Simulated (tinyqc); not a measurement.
Six-band hole subbands of a thin body in a field: one step. Strain and its block. Three cases, with inputs chosen for the exercise.

Task: exx = eyy = (s11 + s12) sx/2, ezz = s12 sx, exy = -s44 sx/4 (1 GPa/TPa = 1e-3). With e0 the traceless part, B_XX = 2b e0xx - b (e0yy + e0zz) and B_XY = sqrt(3) d exy.

Case 1.

Values chosen (near those of a p-type Si channel; shifted at random, so the results belong to these values and not to a real crystal): S = (7.65, -2.16, 12.71) 1/TPa (compliances s11, s12, s44); sx = -0.5 GPa (stress along the channel [1-10], negative in compression); b = -2.1 eV (tetragonal potential); d = -4.84 eV (trigonal potential).

Case 2.

Values chosen (near those of a p-type Si channel; shifted at random, so the results belong to these values and not to a real crystal): S = (7.8, -2.14, 12.76) 1/TPa (compliances s11, s12, s44); sx = 1 GPa (stress along the channel [1-10], negative in compression); b = -2.08 eV (tetragonal potential); d = -4.79 eV (trigonal potential).

Case 3.

Values chosen (near those of a p-type Si channel; shifted at random, so the results belong to these values and not to a real crystal): S = (7.67, -2.15, 12.62) 1/TPa (compliances s11, s12, s44); sx = -2 GPa (stress along the channel [1-10], negative in compression); b = -2.09 eV (tetragonal potential); d = -4.8 eV (trigonal potential).

Give: strain; B.

Result:

Case 1.

strain:
```
           x          y         z
x  -0.001373   0.001589         0
y   0.001589  -0.001373         0
z          0          0  0.001080
```

B (eV):
```
          X         Y         Z
X   0.00515  -0.01332         0
Y  -0.01332   0.00515         0
Z         0         0  -0.01030
```

Case 2.

strain:
```
           x          y          z
x   0.002830  -0.003190          0
y  -0.003190   0.002830          0
z          0          0  -0.002140
```

B (eV):
```
          X         Y        Z
X  -0.01034   0.02647        0
Y   0.02647  -0.01034        0
Z         0         0  0.02068
```

Case 3.

strain:
```
           x          y         z
x  -0.005520   0.006310         0
y   0.006310  -0.005520         0
z          0          0  0.004300
```

B (eV):
```
          X         Y         Z
X   0.02052  -0.05246         0
Y  -0.05246   0.02052         0
Z         0         0  -0.04105
```

Computed by tinyqc, one run a case: `OMP_NUM_THREADS=1 python tinyqc.py N N+1 out.jsonl` with N = 1281351, 1281489, 1281883; one thread of a shared Intel(R) Xeon(R) Processor @ 2.30GHz, about 0.5 s a run at most.
